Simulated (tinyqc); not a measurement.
# Via and link resistance from two via chains

Problem. A chain of 1000 vias joined by 1000 metal links has R = 1000 (Rv + Rlink), with Rlink proportional to the link length. Find Rv, Rlink for length L, and the value of Rv that the short chain would give if the links were ignored.

resistance of chains of 1000 links with link lengths L and 3 L (ohm): 59000  85000

Solution. R per link is a straight line in the link length; its intercept at zero length is Rv.

Rv = 46.00 ohm
Rlink = 13.00 ohm
Rv without correction = 59.00 ohm

tinyqc, about 0.01 s, one thread, Intel Xeon 2.30GHz (shared host): `OMP_NUM_THREADS=1 python tinyqc.py 2750111 2750112 out.jsonl`
